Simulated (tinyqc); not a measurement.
Ellipsoidal valleys in the axes of a wafer and a channel, step by step. Values are carried at full precision from step to step, so a last printed digit may differ when a step is redone from the rounded ones.

Valleys with axes a along [111], [1-1-1], [-11-1] and [-1-11], one whole valley each; inverse mass tensor w = 1/mt + (1/ml - 1/mt) a a. Device axes: z = nz/|nz|, x = nx/|nx|, y = z cross x; in them a = (ax, ay, az). Confinement mass mz = 1/w_zz. In the plane w_ij is replaced by u_ij = w_ij - w_iz w_jz/w_zz (i, j = x, y); density-of-states mass md = 1/sqrt(det u); conductivity mass along x mc = 1/u_xx; ballistic transport mass mx = u_yy/det u, width mass my = 1/u_yy.

Constants: hbar^2/2m0 = 3.80998211 eV angstrom^2; kB = 8.617333262e-05 eV/K.

Inputs chosen for the exercise (near those of the L valleys of GaAs; not measured data):
```
symbol  value       unit  meaning
ml      1.928       m0    longitudinal mass
mt      0.078       m0    transverse mass
nz      (1, 1, 1)         surface normal (confinement)
nx      (1, -1, 0)        channel direction
t       7.8         nm    thickness of the film
T       77          K     temperature
```

## Device axes and valley axes

Give the rows x, y, z in cubic components and each valley axis in device components.

device axes:
```
    [100]    [010]    [001]
x  0.7071  -0.7071   0.0000
y  0.4082   0.4082  -0.8165
z  0.5774   0.5774   0.5774
```

valley axes:
```
              ax       ay       az
[111]     0.0000   0.0000   1.0000
[1-1-1]   0.8165   0.4714  -0.3333
[-11-1]  -0.8165   0.4714  -0.3333
[-1-11]   0.0000  -0.9428  -0.3333
```

## Tensors of the valley [111]

Form w and the reduced tensor u.

w (1/m0):
```
         x        y       z
x  12.8205   0.0000  0.0000
y   0.0000  12.8205  0.0000
z   0.0000   0.0000  0.5187
```

u (1/m0):
```
         x        y
x  12.8205   0.0000
y   0.0000  12.8205
```

w_xz = w_yz = 0: the normal is a principal axis and u is the upper block of w.

## Masses of all valleys

Give mz, md, mc, mx and my.

Masses (m0):
```
valley       mz      md      mc      mx      my
[111]    1.9280  0.0780  0.0780  0.0780  0.0780
[1-1-1]  0.0873  0.3665  0.2747  1.3113  0.1025
[-11-1]  0.0873  0.3665  0.2747  1.3113  0.1025
[-1-11]  0.0873  0.3665  0.0780  0.0780  1.7224
```

mz md^2 = ml mt^2 = 0.01173 for every valley, so a heavy confinement mass comes with a small density of states. The heaviest mz is 1.928, for [111].

## Subbands and shares in a film

Hard walls: E_n = c (n pi/t)^2/mz, c = hbar^2/2m0, n = 1, 2, 3. Non-degenerate share of a valley proportional to md sum_n exp(-E_n/kT); mean 1/mc = sum of share/mc. 1 nm = 10 angstrom.

Give the ladders, the shares and the mean conductivity mass.

Subbands:
```
valley   E1 (meV)  E2 (meV)  E3 (meV)  share
[111]         3.2      12.8      28.9  1.000
[1-1-1]      70.8     283.2     637.1  0.000
[-11-1]      70.8     283.2     637.1  0.000
[-1-11]      70.8     283.2     637.1  0.000
```

mean mc = 0.0780 m0

The lowest ladder ([111]) holds 100 % of the electrons in these valleys, the next starts 68 meV higher.

## Checks

- mz md^2 against ml mt^2: they agree to 1e-10 or better.
- mx my against md^2: they agree to 1e-10 or better.

Run: tinyqc, `OMP_NUM_THREADS=1 python tinyqc.py 1880122 1880123 out.jsonl`; Intel(R) Xeon(R) Processor @ 2.30GHz, one thread, shared host; about 0.01 s of CPU time with all checks.
